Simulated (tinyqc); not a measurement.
## Field, mass and barrier from the scaled variables

Inverse problem. A barrier edge falls as U0 - F x over a width d with F = V/d. With e = (C F^2/m1)^(1/3), C = hbar^2/(2 m0), the Airy arguments at its edges are z1 = (U0 - E)/e and z2 = (U0 - V - E)/e. Find e, m1 and U0.

Values chosen for this exercise: electron energy E = 0.97 eV; barrier width d = 2.5 nm; voltage across the barrier V = 2.9 V.

Constants: q = 1.602176634e-19 C, hbar = 1.054571817e-34 J s, m0 = 9.1093837015e-31 kg, hbar^2/(2 m0) = 0.0380998212 eV nm^2. Results are converted to the units shown.

z1 and z2: [2.3401630, -2.5775709]

Answer. z1 - z2 = V/e gives e, its definition gives m1, and U0 = E + z1 e.

e = 0.5897 eV
m1 = 0.2500 m0
U0 = 2.350 eV

Program tinyqc, `OMP_NUM_THREADS=1 python tinyqc.py 2580021 2580022 out.jsonl`; Intel Xeon 2.30GHz, shared host, one thread, about 0.01 s.
